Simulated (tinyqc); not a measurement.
Lattice against boundary over temperature: grain-boundary diffusion: Harrison regimes, Fisher and Le Claire analysis, Hart average. Computed by tinyqc, a small Python program. Command: `OMP_NUM_THREADS=1 python tinyqc.py 3025122 3025123 out.jsonl gbdiff walk`. One thread of a shared host (Intel(R) Xeon(R) Processor @ 2.30GHz), about 0.01 s of CPU time with the checks.

A boundary is a slab of width delta with diffusivity D_b, normal to a surface held at constant concentration; it leaks into grains of diffusivity D.

Inputs (values chosen for the exercise, for a model polycrystal):
```
quantity                          value   unit
melting point T_m                  1690      K
lattice prefactor D0            7.7e-06  m^2/s
lattice activation energy E        2.44     eV
boundary prefactor D0b          5.7e-06  m^2/s
boundary activation energy E_b     1.35     eV
boundary width delta               0.49     nm
segregation factor s                  3      -
grain size d                        1.3     um
temperature T                       858      K
time t                           120000      s
```

Constants: k_B = 8.617333262e-05 eV/K.

Method:
- D = D0 exp(-E/(k_B T)), D_b = D0b exp(-E_b/(k_B T)).
- Triple product P = s delta D_b.
- Hart average for parallel slabs: f = delta/d, D_eff = (s f D_b + (1 - f) D)/(1 - f + s f); share of the boundaries = s f D_b/(s f D_b + (1 - f) D); depth sqrt(D_eff t).
- l = sqrt(D t); P = s delta D_b; alpha = s delta/(2 l); beta = P/(2 D l). Regime A if l > 3 d, C if alpha > 1, B if alpha < 0.1, l < d/4 and beta > 10, otherwise a transition.
- D_eff = (s f D_b + (1 - f) D)/(1 - f + s f), f = delta/d; share of the boundaries = s f D_b/(s f D_b + (1 - f) D).

boundary fraction f = 3.76923e-04

Diffusivities (m^2/s):
```
T/T_m  T (K)           D         D_b       D_eff    share      regime
0.3      507  4.2849e-30  2.1694e-19  2.4513e-22  1.00000           C
0.4      676  4.9611e-24  4.9117e-16  5.5498e-19  0.99999  transition
0.5      845  2.1565e-20  5.0601e-14  5.7196e-17  0.99962           B
0.6     1014  5.7440e-18  1.1120e-12  1.2622e-15  0.99545  transition
0.7     1183  3.1023e-16  1.0108e-11  1.1731e-14  0.97358           A
0.8     1352  6.1806e-15  5.2912e-11  6.5960e-14  0.90640           A
0.9     1521  6.3334e-14  1.9173e-10  2.7991e-13  0.77399           A
1.0     1690  4.0750e-13  5.3705e-10  1.0139e-12  0.59853           A
```

What follows from these numbers?

The apparent activation energy of D_eff is 1.35 eV between the first rows and 1.69 eV between the last, against E_b = 1.35 and E = 2.44 eV. The boundaries carry most of the flux up to the melting point. Caution: outside regime A (which needs sqrt(D t) above about 3 d) the Hart average and its depth are formal: they describe a profile only in regime A or at steady state. Caution: the segregation factor is held fixed, although it falls with temperature. Caution: outside regime A, D_eff and the share of the boundaries hold only at steady state.
